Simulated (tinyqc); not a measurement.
UHF in the sto-6g basis, for Be, spin multiplicity 1, step by step. This run ends on a higher stationary point, not on the lowest solution. Computed by tinyqc, a small Python program that keeps every step (integrals from PySCF). Settings: charge = 0, multiplicity = 1, basis = sto-6g, energy threshold = 1e-09, iteration cap = 75, orthogonalisation = symmetric, start = Wolfsberg-Helmholz matrix, DIIS depth = 0, method = UHF, break = 0.4. Command: `OMP_NUM_THREADS=1 python tinyqc.py 23021 23022 out.jsonl` (the two numbers bound the seeds that draw the settings). One thread of a shared host (Intel(R) Xeon(R) Processor @ 2.60GHz), about 0.06 s of CPU time with the checks.

Geometry (angstrom):
```
atom         x         y         z
Be    0.000000  0.000000  0.000000
```

Stop when the energy changes by less than 1e-09 hartree and every element of the error matrix X^T (F D S - S D F) X (for each spin) is below 9e-06.

Course of the cycle:
```
iteration   E (hartree)     change  largest element of the error matrix
1          -14.19626493          -                             5.11e-02
2          -14.20358839  -7.32e-03                             2.33e-02
3          -14.20887992  -5.29e-03                             2.10e-02
4          -14.21297960  -4.10e-03                             1.81e-02
5          -14.21589582  -2.92e-03                             1.50e-02
6          -14.21784368  -1.95e-03                             1.21e-02
7          -14.21909062  -1.25e-03                             9.58e-03
8          -14.21986728  -7.77e-04                             7.52e-03
9          -14.22034279  -4.76e-04                             5.87e-03
10         -14.22063087  -2.88e-04                             4.56e-03
11         -14.22080429  -1.73e-04                             3.53e-03
12         -14.22090829  -1.04e-04                             2.73e-03
13         -14.22097050  -6.22e-05                             2.11e-03
14         -14.22100767  -3.72e-05                             1.63e-03
...                 ...        ...                                  ...
22         -14.22106178  -5.95e-07                             2.07e-04
23         -14.22106214  -3.55e-07                             1.59e-04
24         -14.22106235  -2.12e-07                             1.23e-04
25         -14.22106247  -1.26e-07                             9.51e-05
26         -14.22106255  -7.52e-08                             7.34e-05
27         -14.22106259  -4.48e-08                             5.67e-05
28         -14.22106262  -2.67e-08                             4.38e-05
29         -14.22106264  -1.59e-08                             3.38e-05
30         -14.22106265  -9.51e-09                             2.61e-05
31         -14.22106265  -5.67e-09                             2.01e-05
32         -14.22106266  -3.38e-09                             1.56e-05
33         -14.22106266  -2.01e-09                             1.20e-05
34         -14.22106266  -1.20e-09                             9.28e-06
35         -14.22106266  -7.16e-10                             7.16e-06
```

Can the last value be used, and what does the course show?

No, though the log alone does not show it. Converged in 35 iterations. But the solution lies 0.28230 hartree above the reference: it is another stationary point, not the lowest one. Reruns (cap 100 unless said): DIIS 8: converged in 13 to a higher stationary point; damping 0.5: converged in 72 to a higher stationary point; level shift 0.5: converged in 78 to a higher stationary point; atomic densities as start, DIIS 8: converged in 3. PySCF UHF in the same basis, after a stability check = -14.50336112 hartree.
